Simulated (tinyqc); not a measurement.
Potential-pH (Pourbaix) lines of a metal, its cation, its oxide and an oxyanion, with a complexing ligand: one step, computed by the program tinyqc.

Potentials are against the standard hydrogen electrode; solids and water have unit activity; dG_f of M, H+ and the electron is zero; F = e N_A and s = R T ln(10)/F. The cation carries z = 2.

Problem. A complexing ligand. M2+ + 2e = M; MO + 2H+ + 2e = M + H2O; MO2(2-) + 4H+ + 2e = M + 2H2O. For each, E0 = -dG/(z F), and E = E0 + (s/z) log10 a - (s n_H/z) pH, with no activity term for the oxide. The free ligand is c_L/(1 + 10^(pKa - pH)) (ligand in excess); dissolved metal is a in all, so the free cation is a/alpha, alpha = 1 + beta [L]; the cation line drops by (s/z) log10 alpha.

Inputs (values chosen for the exercise, modelled on iron): temperature T = 298.15 K; log10 of the dissolved activity a = -2; pH = 3.1; log10 of the stability constant beta of ML = 9.7; pKa of HL = 5.8; total ligand c_L = 0.0074 mol/L.

Species: M, M2+, MO, MO2(2-).

E0 (V): cation -0.4055539, oxide -0.0621856, oxyanion 0.9002405

s = 0.05915935 V

Give: free ligand; log10 alpha; cation line with ligand; that line less the oxide line.

Solution.

free ligand = 1.474e-05 mol/L

log10 alpha = 4.868

cation line with ligand = -0.6087 V

that line less the oxide line = -0.3631 V

Caution: the ligand is not in tenfold excess over the metal, as assumed.
